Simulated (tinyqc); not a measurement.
# Reset of a mushroom phase-change cell, hemispherical electro-thermal model: two studies

Current spreads from a hemispherical contact of radius r0 into a large dome with constant rho and ka: j = I/(2 pi r^2). With s = r0/r the steady rise is T - T0 = c (b s - s^2), c = I^2 rho/(8 pi^2 ka r0^2). The heat lost through the heater, (T(r0) - T0)/Rh, fixes b = (2 + g)/(1 + g), g = 1/(2 pi ka r0 Rh).

Inputs (values chosen for the exercise); values of the order of Ge-Sb-Te and related chalcogenides:
- T0 = 300 K (ambient temperature)
- Tm = 877 K (melting point)
- r0 = 24 nm (radius of the heater contact)
- rho = 6.9 mohm cm (resistivity of the hot chalcogenide)
- ka = 1.37 W/(m K) (its thermal conductivity)
- Rh = 10 K/uW (thermal resistance of the path through the heater)

Each table varies one quantity; the others keep the values above.

## Amorphous thickness against current

The peak lies at s = b/2 with the rise c b^2/4; melting starts at the current where that equals Tm - T0, and the molten shell spans the roots of s^2 - b s + (Tm - T0)/c = 0 (s at most 1). Electrical resistance rho/(2 pi r0).

Results:

| I (uA) | peak T (K) | T at the contact (K) | thickness of the melt (nm) | power (uW) |
|---|---|---|---|---|
| 872 | 889.81 | 867.42 | 8.6406 | 347.93 |
| 901 | 929.69 | 905.78 | 16.349 | 371.46 |
| 940 | 985.39 | 959.36 | 23.610 | 404.31 |
| 1080 | 1204.7 | 1170.4 | 48.029 | 533.71 |
| 1170 | 1361.8 | 1321.5 | 64.431 | 626.37 |
| 1300 | 1610.9 | 1561.1 | 89.899 | 773.29 |
| 1460 | 1953.4 | 1890.6 | 124.48 | 975.36 |

Estimate the missing row, I = 998 uA.

Computed row:

| I (uA) | peak T (K) | T at the contact (K) | thickness of the melt (nm) | power (uW) |
|---|---|---|---|---|
| 998 | 1072.6 | 1043.2 | 33.716 | 455.74 |

With this row back in the table: The thickness rises from 8.64 to 124 nm; it opens as the square root of I - Im just above the melting current of 862 uA. The contact itself melts from I = 901 uA on among the rows. For I = 1300, 1460 the peak exceeds 1600 K, where the material would degrade.

## Scaling of the melting current

Same model as above.

Rh is scaled as 1/r0, as for an isotropic shrink, in the last two columns and held fixed in the first two.

Scaling of the melting current:

| r0 (nm) | Im (uA) | Im/(2 pi r0^2) (MA/cm^2) | Im with Rh = Rh (24 nm/r0) (uA) | power there (uW) |
|---|---|---|---|---|
| 5 | 231.2 | 147.2 | 179.7 | 70.91 |
| 8 | 341.8 | 85.00 | 287.5 | 113.5 |
| 12 | 478.6 | 52.90 | 431.2 | 170.2 |
| 17 | 641.5 | 35.33 | 610.9 | 241.1 |
| 24 | 862.5 | 23.83 | 862.5 | 340.4 |
| 33 | 1141 | 16.68 | 1186 | 468.0 |
| 45 | 1508 | 11.85 | 1617 | 638.2 |
| 60 | 1964 | 8.682 | 2156 | 850.9 |

What does the comparison show?

With isotropic scaling Im and the power go as r0^(1.00) and r0^(1.00), so the current density grows as 1/r0 and the voltage stays fixed. With Rh held, Im goes as r0^(0.86) over the table, as the heater path weighs more for a small contact. For r0 = 5, 8 boundary thermal resistance, left out here, would dominate.

Range of the model: Constant properties, no latent heat, thermoelectric terms, boundary resistance or heating in the heater itself.

Computed by the program tinyqc: `OMP_NUM_THREADS=1 python tinyqc.py 2490107 2490108 out.jsonl`, one thread of a shared Intel Xeon 2.30GHz, about 0.01 s for the whole run.
